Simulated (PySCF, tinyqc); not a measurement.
Inside a calculation (part 2 of 2). Method: CCSD on RHF in the 3-21g basis, for H3-, spin multiplicity 1. The basis has no diffuse functions, so it cannot describe the extra electron: this is an exercise in the method, not the real anion. The lowest restricted solution is unstable here: a spin-polarised one lies 0.0591 hartree lower (PySCF). Computed by tinyqc, a small Python program that keeps every step (integrals from PySCF). Command: `OMP_NUM_THREADS=1 python tinyqc.py 27871 27872 out.jsonl` (the two numbers bound the seeds that draw the settings). One thread of a shared host (Intel(R) Xeon(R) Processor @ 2.60GHz), about 0.4 s of CPU time with the checks.

Geometry (angstrom):
```
atom         x         y         z
H     0.000000  0.000000  0.000000
H     0.000000  0.000000  1.057000
H     0.000000  1.007000  0.528000
```

## CCSD: amplitude update 2

Amplitudes after update 1 (spin orbitals 1a, 1b, ...; amplitudes related by a flip of all spins are not repeated; the 24 largest):
```
from      to          t
1a 1b  3a 3b  -0.097236
2a 2b  3a 3b  -0.093112
1a 2b  3a 3b   0.063421
2a 2b  6a 6b  -0.046529
1a 1b  3a 5b  -0.035593
1a 1b  5a 5b  -0.026729
1a 1b  4a 4b  -0.025533
1a 2b  6a 6b  -0.023212
1a 2b  3a 5b   0.020155
1a 2b  3b 5a  -0.017858
1a 1b  6a 6b  -0.015276
1a 2b  5a 5b   0.012056
1a 2b  4a 6b   0.011145
1a 2b  4a 4b   0.011100
2a 2b  4a 4b  -0.008950
1a 2a  4a 6a   0.007747
2a 2b  3a 5b  -0.007172
2a 2b  5a 5b  -0.005815
1a        4a   0.005671
2a        6a  -0.004628
2a        4a  -0.004256
1a 2b  4b 6a  -0.003398
1a 2a  3a 5a   0.002298
1a 1b  4a 6b  -0.001810
```

orbital energies (hartree): MO1 -0.295086, MO2 0.178996, MO3 0.438848, MO4 1.379134, MO5 1.544679, MO6 1.650250

Given earlier and not repeated: Two-electron integrals over orbitals (pq|rs).

t_i^a D_i^a and t_ij^ab D_ij^ab are set to the remaining terms of the spin-orbital equations, evaluated with the old amplitudes; for the doubles these are <ij||ab> + 1/2 <ab||ef> t_ij^ef + 1/2 <mn||ij> t_mn^ab + P(ij)P(ab) <mb||ej> t_im^ae + terms in t^2 + terms with t1, D the orbital-energy denominators.

Amplitudes after update 2 (spin orbitals 1a, 1b, ...; amplitudes related by a flip of all spins are not repeated; the 24 largest):
```
from      to          t
2a 2b  3a 3b  -0.131681
1a 1b  3a 3b  -0.107254
1a 2b  3a 3b   0.082052
2a 2b  6a 6b  -0.049288
1a 1b  3a 5b  -0.039926
1a 1b  5a 5b  -0.027202
1a 1b  4a 4b  -0.025293
1a 2b  6a 6b  -0.024635
1a 2b  3a 5b   0.023950
1a 2b  3b 5a  -0.020399
1a 1b  6a 6b  -0.015739
1a 2b  5a 5b   0.011741
1a 2b  4a 6b   0.011323
1a 2b  4a 4b   0.010880
2a 2b  3a 5b  -0.009180
2a 2b  4a 4b  -0.008470
1a        4a   0.008386
1a 2a  4a 6a   0.007811
2a        6a  -0.006975
2a        4a  -0.006738
2a 2b  5a 5b  -0.004572
1a 2a  3a 5a   0.003551
1a 2b  4b 6a  -0.003513
1a        6a   0.002075
```

correlation energy = -0.04471868 hartree

## CCSD: convergence

E_corr = 1/4 sum <ij||ab> t_ij^ab + 1/2 sum <ij||ab> t_i^a t_j^b; stop when the norm of the change is below 1e-8.

Course of the amplitude iterations:
```
update  correlation energy (hartree)  norm of the change
0                        -0.02950270                   -
1                        -0.03988593            1.34e-01
2                        -0.04471868            9.79e-02
3                        -0.05341270            8.04e-02
4                        -0.05549762            4.49e-02
5                        -0.05705627            8.67e-03
6                        -0.05641666            5.11e-03
7                        -0.05646007            6.73e-04
8                        -0.05645718            4.64e-04
9                        -0.05646891            4.65e-04
10                       -0.05645805            3.68e-04
11                       -0.05645001            5.25e-04
12                       -0.05644989            7.27e-04
13                       -0.05647220            6.32e-04
14                       -0.05646041            2.34e-04
15                       -0.05646274            9.65e-05
16                       -0.05646256            2.60e-06
17                       -0.05646253            2.41e-06
18                       -0.05646245            1.05e-06
19                       -0.05646244            2.10e-07
20                       -0.05646244            5.49e-08
21                       -0.05646244            1.20e-08
22                       -0.05646244            2.19e-09
```

Converged amplitudes (spin orbitals 1a, 1b, ...; amplitudes related by a flip of all spins are not repeated; the 24 largest):
```
from      to          t
2a 2b  3a 3b  -0.379139
1a 2b  3a 3b   0.158247
1a 1b  3a 3b  -0.093683
2a        3a  -0.056823
2a 2b  6a 6b  -0.050036
1a 1b  3a 5b  -0.042992
1a 2b  3a 5b   0.037358
1a 1b  5a 5b  -0.028496
1a 2b  6a 6b  -0.025435
1a 1b  4a 4b  -0.024808
1a 2b  3b 5a  -0.023983
2a 2b  3a 5b  -0.017500
1a 1b  6a 6b  -0.015776
1a 2a  3a 5a   0.013375
2a        4a  -0.012697
1a 2b  4a 6b   0.011090
2a        6a  -0.010804
1a        4a   0.010279
1a 2b  4a 4b   0.008840
1a 2b  5a 5b   0.008191
1a 2a  4a 6a   0.007777
2a 2b  5a 5b   0.005464
2a 2b  4a 4b  -0.003481
1a 2b  4b 6a  -0.003313
```

CCSD total energy = -1.35659212 hartree

T1 diagnostic, norm of the one-spin t1 over sqrt(correlated electrons) = 0.030146

Converged in 22 updates, with DIIS from the third.
